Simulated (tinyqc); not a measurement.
Inside a calculation. Method: plane-wave Kohn-Sham cycle with exchange-only LDA in a layered model solid. One step of it, computed by the program tinyqc.

Question. Iteration 2: potential. V_H(G) = 4 pi rho(G)/G^2 for G != 0 (uniform background); v_x = -(3 rho/pi)^(1/3); V = V_ext + V_H + v_x; Fourier components f(G_m) = (1/N) sum_j f(x_j) exp(-i G_m x_j).

A solid whose potential varies along x alone (atomic units):
```
parameter                      value
period a                   12.600000
cross-section of the cell  15.000000
electrons per cell                 2
grid points                       16
plane waves -n..n, n               3
k points                           4
V1 in V1 cos(2 pi x/a)     -0.620000
```

density after iteration 1 (e/bohr^3): 0.01402169  0.01313336  0.01137701  0.01012585  0.00965091  0.00954460  0.00952737  0.00952423  0.00952383  0.00952423  0.00952737  0.00954460  0.00965091  0.01012585  0.01137701  0.01313336

Give: Potentials on the grid; V(G_m), m = 0, 1, 2, ....

Answer.

Potentials on the grid (hartree):
```
x        V_ext     V_H     v_x       V
0.000   -0.620   0.106  -0.237  -0.751
0.787   -0.573   0.093  -0.232  -0.712
1.575   -0.438   0.061  -0.221  -0.599
2.362   -0.237   0.023  -0.213  -0.428
3.150        0  -0.013  -0.210  -0.223
3.938    0.237  -0.042  -0.209  -0.013
4.725    0.438  -0.062  -0.209   0.167
5.513    0.573  -0.075  -0.209   0.290
6.300    0.620  -0.079  -0.209   0.333
7.088    0.573  -0.075  -0.209   0.290
7.875    0.438  -0.062  -0.209   0.167
8.662    0.237  -0.042  -0.209  -0.013
9.450        0  -0.013  -0.210  -0.223
10.238  -0.237   0.023  -0.213  -0.428
11.025  -0.438   0.061  -0.221  -0.599
11.812  -0.573   0.093  -0.232  -0.712
```

V(G_m), m = 0, 1, 2, ... (hartree): -0.216  -0.271  0.003  0.000  0.000  0.000  0.000
